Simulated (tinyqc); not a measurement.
Lossy on-chip transmission line with skin effect: one step of the calculation.

A uniform line in a homogeneous dielectric: c = sqrt(er)/(c0 Z0), l = Z0 sqrt(er)/c0 (c0 = 299792458 m/s), g = w c td, w = 2 pi f. The resistance joins its limits as r = sqrt(r_dc^2 + r_hf^2), with r_dc = rho/(wd th), r_hf = kr rho/(2 delta (wd + th)), delta = sqrt(rho/(pi f mu0)), mu0 = 4 pi 1e-7 H/m; this is an interpolation, and internal inductance, up to 0.05 nH/mm at low frequency, is neglected.

Problem. Propagation constant and impedance. gamma = sqrt((r + i w l)(g + i w c)) = alpha + i beta, Zc = sqrt((r + i w l)/(g + i w c)), roots with positive real part; loss 8.685889638 alpha in dB; phase velocity w/beta.

Values chosen for this exercise:
- len = 0.71 mm (length)
- f = 5.2 GHz (frequency)

r = 18.979215 ohm/mm
l = 0.28887498 nH/mm
c = 115.54999 pF/m
g = 0.037753145 S/m

Give: gamma len; Zc; loss; phase velocity over c0; r/(w l).

Solution.

gamma len = 0.10663+0.17021i
Zc = 63.891-39.142i ohm
loss = 1.3045 dB/mm
phase velocity over c0 = 0.45461
r/(w l) = 2.0109

r exceeds w l, so the line behaves mainly as an RC line at this frequency.

tinyqc, about 0.01 s, one thread, Intel Xeon 2.30GHz (shared host): `OMP_NUM_THREADS=1 python tinyqc.py 2810202 2810203 out.jsonl`
